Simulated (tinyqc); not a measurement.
# Worked calculation: all-pass ring resonator

Numbers from tinyqc (`OMP_NUM_THREADS=1 python tinyqc.py 2650002 2650003 out.jsonl`; about 0.01 s on one thread of a shared Intel Xeon 2.30GHz). Printed values are rounded.

A ring of length L = 2 pi Rr coupled to one bus waveguide: round-trip amplitude a = 10^(-al L/20), self-coupling t = sqrt(1 - k2). At detuning d from the resonance the round-trip phase is p = 2 pi d/FSR and the transmission T = (a^2 - 2 a t cos p + t^2)/(1 - 2 a t cos p + a^2 t^2). Lossless coupler, linear absorption only.

Values chosen for this exercise; values close to those of silicon waveguides: cold resonance wavelength lam = 1550 nm; ring radius Rr = 20 um; group index ng = 4.03; propagation loss al = 7.8 dB/cm; power coupling k2 = 0.069; thermo-optic change of the effective index dT = 0.00017 1/K; thermal resistance Rt = 8.5 K/mW; share of the loss that heats the ring fa = 0.75; input power Pin = 0.47 mW; laser detuning from the cold resonance dl = 21 pm.

Constants: c = 299792458 m/s. Results are converted to the units shown.

## Resonance parameters

FSR = lam^2/(ng L), finesse F = pi sqrt(a t)/(1 - a t), FWHM = FSR/F, Q = lam/FWHM, Tmin = (a - t)^2/(1 - a t)^2, power build-up k2 a^2/(1 - a t)^2, optical bandwidth c/(lam Q).

a = 0.9887787
t = 0.9648834
FSR = 4.744042 nm
F = 66.78976
FWHM = 71.02947 pm
Q = 21821.93
Tmin = -5.678283 dB
build-up = 31.95902
bandwidth = 8.863309 GHz

The ring is overcoupled; critical coupling needs k2 = 1 - a^2 = 0.0223.

## Iteration 1: thermal shift of the resonance

s at the start = 0 pm

T is the transmission at d = dl - s, p = 2 pi d/FSR; out = (lam dT/ng) Rt fa (1 - T) Pin; s(new) = out.

d = 21 pm
T = 0.4594786
out = 105.8928 pm
s after iteration 1 = 105.8928 pm

## Iteration 2: thermal shift of the resonance

As before.

d = -84.89282 pm
T = 0.8912461
out = 21.30583 pm
s after iteration 2 = 21.30583 pm

## Course of the iteration: thermal shift of the resonance

Stop when s changes by less than 1e-7 pm, or after 200 iterations.

Course of the iteration:
```
iteration    s (pm)  |change| (pm)
1          105.8928            106
2          21.30583           84.6
3          142.9042            122
4          11.20333            132
5          132.8092            122
6          13.11943            120
7          136.2083            123
8          12.42429            124
9          135.0410            123
...             ...            ...
192        12.59700            123
193        135.3383            123
194        12.59700            123
195        135.3383            123
196        12.59700            123
197        135.3383            123
198        12.59700            123
199        135.3383            123
200        12.59700            123
```

Not converged within 200 iterations. The value swings between 12.60 and 135.3 for good. At the solution, 61.73 pm, d(out)/ds = -1.72: on this side heating pushes the resonance away from the laser, a negative feedback too strong for plain substitution. A rerun with the update damped to 0.25 converges in 19 iterations.
